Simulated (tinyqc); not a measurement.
Strain-driven crossing of the Gamma and L valleys in a germanium-like crystal, step by step. Values are carried at full precision from step to step, so a last printed digit may differ when a step is redone from the rounded ones.

Biaxial loads: e0 is the in-plane strain e_par and the normal is free. (001): e_perp = -2 (C12/C11) e_par; exx = eyy = e_par, ezz = e_perp, no shear. (111): e_perp = -(2 C11 + 4 C12 - 4 C44)/(C11 + 2 C12 + 4 C44) e_par; exx = eyy = ezz = (2 e_par + e_perp)/3 and exy = eyz = ezx = (e_perp - e_par)/3. (110): e_perp = -(C11 + 3 C12 - 2 C44)/(C11 + C12 + 2 C44) e_par; exx = eyy = (e_par + e_perp)/2, ezz = e_par, exy = (e_perp - e_par)/2, eyz = ezx = 0. Uniaxial loads: a stress along n, scaled so that n.e.n = e0, with exx = s11 sxx + s12 (syy + szz), exy = s44 sxy/2, s11 = (C11 + C12)/((C11 - C12)(C11 + 2 C12)), s12 = -C12/((C11 - C12)(C11 + 2 C12)), s44 = 1/C44.

Constants: kB = 8.617333262e-05 eV/K; hc = 1239.841984 eV nm.

Inputs chosen for the exercise (near those of Ge, gaps at low temperature; not measured data):

| symbol | value | unit | meaning |
|---|---|---|---|
| C11 | 130.3 | GPa |  |
| C12 | 48.4 | GPa |  |
| C44 | 65.7 | GPa |  |
| load | uniaxial [110] |  | kind of strain |
| e0 | 0.0097 |  | size of the strain |
| Eg | 0.886 | eV | gap at Gamma to the s-like level |
| EgL | 0.755 | eV | gap to L |
| Dso | 0.291 | eV | spin-orbit splitting |
| ac | -8.3 | eV | conduction deformation potential |
| av | 1.25 | eV | valence hydrostatic potential |
| b | -2.57 | eV | tetragonal shear potential |
| d | -5.28 | eV | trigonal shear potential |
| aL | -1.68 | eV | hydrostatic potential of the L edge, Xd + Xu/3 |
| XuL | 17.03 | eV | uniaxial potential, L |
| mG | 0.0432 | m0 | mass at Gamma |
| mL | 0.543 | m0 | density-of-states mass of the four L valleys together |
| T | 300 | K | temperature |

## The strain tensor for a uniaxial [110] load

Form the tensor and its trace.

strain tensor in the cubic axes:
```
          x         y          z
x  0.004649  0.005051   0.000000
y  0.005051  0.004649   0.000000
z  0.000000  0.000000  -0.003454
```

tr(e) = 0.005845

## Band edges

Edges from the unstrained valence top: Gamma at Eg + ac tr(e); an L valley with unit axis u at EgL + aL tr(e) + XuL (u.e.u - tr(e)/3), u along [111], [1-1-1], [-11-1], [-1-11]; valence edges are the levels of the 6 x 6 matrix of X, Y, Z times spin with -Dso/3 + l exx + m (eyy + ezz) on the diagonal (cyclic), n exy off it, l = av + 2 b, m = av - b, n = sqrt(3) d. Spin-orbit term (Dso/3) L.sigma on X, Y, Z with (L_k)_ij = -i epsilon_kij: <X+|H|Y+> = -i Dso/3, <X+|H|Z-> = Dso/3, <Y+|H|Z-> = -i Dso/3, <Z+|H|X-> = -Dso/3, <Z+|H|Y-> = i Dso/3, <X-|H|Y-> = i Dso/3, and their conjugates; + and - are the spin along z.

Give the edges and the direct and indirect gaps from the top valence edge.

Gamma edge = 0.8375 eV

L edges (eV): [111] 0.8025, [1-1-1] 0.6878, [-11-1] 0.6878, [-1-11] 0.8025

valence edges from the top (eV): 0.0415  -0.0183  -0.2922

direct and indirect gap (eV): 0.7960  0.6464

The gap is indirect: Gamma lies 150 meV above the lowest L valley. The top two valence edges are 60 meV apart.

## Electrons in the Gamma valley

Non-degenerate, parabolic: share = mG^(3/2)/(mG^(3/2) + (mL^(3/2)/4) sum_i exp(-(E_Li - E_Gamma)/kT)). Also the offset at which four equal L valleys hold half of the electrons, kT ln((mL/mG)^(3/2)), and the wavelength hc/E of the direct gap.

(mL/mG)^(3/2) = 44.56
share in Gamma = 0.0136 %
offset for an even split = 98.2 meV
wavelength = 1558 nm

With the L valleys as they lie here, Gamma must be 81 meV below the lowest of them to hold half of the electrons at 300 K; it lies 150 meV above. A direct gap alone is not enough.

Program tinyqc; command `OMP_NUM_THREADS=1 python tinyqc.py 1081590 1081591 out.jsonl`; about 0.01 s on one thread of a shared Intel(R) Xeon(R) Processor @ 2.30GHz.
